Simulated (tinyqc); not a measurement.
# Worked calculation: van der Pauw, Hall and four-point-probe measurements on a doped layer

Computed by the program tinyqc: `OMP_NUM_THREADS=1 python tinyqc.py 2850119 2850120 out.jsonl`, one thread of a shared Intel Xeon 2.30GHz, about 0.01 s for the whole run. Printed values are rounded.

A uniform p-type layer with sheet resistance Rs = 1/(q ns mu), point contacts, low field (mu B small).

Values chosen for this exercise:
```
symbol   value        unit                                                      meaning
ns      1.7e15       cm^-2                                   sheet density of the layer
mu          70  cm^2/(V s)                                               drift mobility
rH         1.1                                                              Hall factor
B         0.55           T                                               magnetic field
I         1000          uA                                                      current
ar        1.76              side ratio a/b of a rectangular sample with corner contacts
t         1300          nm                                       thickness of the layer
```

Constants: q = 1.602176634e-19 C. Results are converted to the units shown.

## Resistances and Hall voltage

Rs = 1/(q ns mu). For a rectangle with contacts at the corners, RA = (8 Rs/pi) sum_(k>=0) ln coth((2k + 1) pi a/(2 b)) with current along a short side b and voltage along the opposite one, RB the same with a and b exchanged; Hall voltage VH = rH B I/(q ns), negative for electrons.

Rs = 52.44966 ohm/square
RA = 1.060277 ohm
RB = 46.54933 ohm
VH = 0.2221243 mV

RB/RA = 43.9; for a square both equal Rs ln 2/pi = 11.6 ohm.

## Starting value

z = 2 ln 2/(pi (RA + RB)), exact for RA = RB.

z at the start = 9.268532 mS

## Iteration 1: new z

The van der Pauw equation exp(-pi RA z) + exp(-pi RB z) = 1 is solved for z = 1/Rs: e1 = exp(-pi RA z), e2 = exp(-pi RB z), f = e1 + e2 - 1, f' = -pi (RA e1 + RB e2), z(new) = z - f/f'.

e1 = 0.9695986
e2 = 0.2578387
f = 0.2274373
f' = -0.04093577 kohm
z after iteration 1 = 14.82449 mS

## Iteration 2: new z

As before.

e1 = 0.9518196
e2 = 0.1144155
f = 0.06623511
f' = -0.01990249 kohm
z after iteration 2 = 18.15247 mS

## Course of the iteration

Stop when the step is below 1e-10 mS, or after 40 iterations.

Course of the iteration:
```
iteration  z before the step (mS)  step (mS)
1                        9.268532       5.56
2                        14.82449       3.33
3                        18.15247      0.868
4                        19.02084     0.0450
5                        19.06579    1.11e-4
6                        19.06590   6.74e-10
7                        19.06590          0
```

Converged in 7 iterations.

## Sheet density, mobility and bulk values

converged z = 19.06590 mS

Rs = 1/z; Hall sheet density B I/(q |VH|); Hall mobility |VH|/(Rs B I); true values ns = rH times the Hall density, mu = Hall mobility/rH; bulk density ns/t, resistivity Rs t; correction factor F = Rs/[(pi/ln 2)(RA + RB)/2].

Rs = 52.44966 ohm/square
Hall sheet density = 1.545455e15 cm^-2
Hall mobility = 77 cm^2/(V s)
ns = 1.7e15 cm^-2
mu = 70 cm^2/(V s)
bulk density = 1.307692e19 cm^-3
resistivity = 0.006818455 ohm cm
F = 0.4861313

Taking the mean of RA and RB without F would overstate Rs by 110 %.
